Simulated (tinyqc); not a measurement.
## Internal photoemission over an interface barrier: threshold and yield against field

Electrons are excited from the valence band of a semiconductor over the barrier Phi(F) = P0 - sqrt(q F/(4 pi eps0 ei)), whose top lies at xm = sqrt(q/(16 pi eps0 ei F)). The yield is Y = A (hv - Phi)^p exp(-xm/l), with A = 1 here.

The yield is taken at hv = 4.25 eV.

Parameters, values chosen for the exercise; dielectric values close to those of silicon dioxide:
- P0 = 3.95 eV (barrier at zero field)
- ei = 2.11 (image-force permittivity)
- p = 3 (exponent of the yield)
- l = 4.9 nm (scattering length in the image well)

Constants: q = 1.602176634e-19 C, eps0 = 8.8541878128e-14 F/cm where lengths are in cm. Results are converted to the units shown.

Result of one run:
```
sqrt(F) ((MV/cm)^0.5),Phi (eV),xm (nm),Y
0.4359,3.836,2.997,0.03846
```

Which field in the dielectric F gave this result: 0.19, 0.64, 1.2 or 2.1 MV/cm?

F = 0.19 MV/cm.

The whole series:
```
F (MV/cm),sqrt(F) ((MV/cm)^0.5),Phi (eV),xm (nm),Y
0.1,0.3162,3.867,4.131,0.02411
0.19,0.4359,3.836,2.997,0.03846
0.35,0.5916,3.795,2.208,0.05985
0.64,0.8000,3.741,1.633,0.09450
1.2,1.095,3.664,1.192,0.1579
2.1,1.449,3.571,0.9014,0.2600
3.9,1.975,3.434,0.6614,0.4746
7.2,2.683,3.249,0.4868,0.9081
```

Phi is linear in sqrt(F) with slope -0.261 eV and intercept P0 = 3.95 eV. The yield grows by a factor of 37.7, of which 2.10 comes from less scattering, as xm shrinks from 4.13 to 0.487 nm, and the rest from the lower barrier.

tinyqc, about 0.01 s, one thread, Intel Xeon 2.30GHz (shared host): `OMP_NUM_THREADS=1 python tinyqc.py 2410156 2410157 out.jsonl`
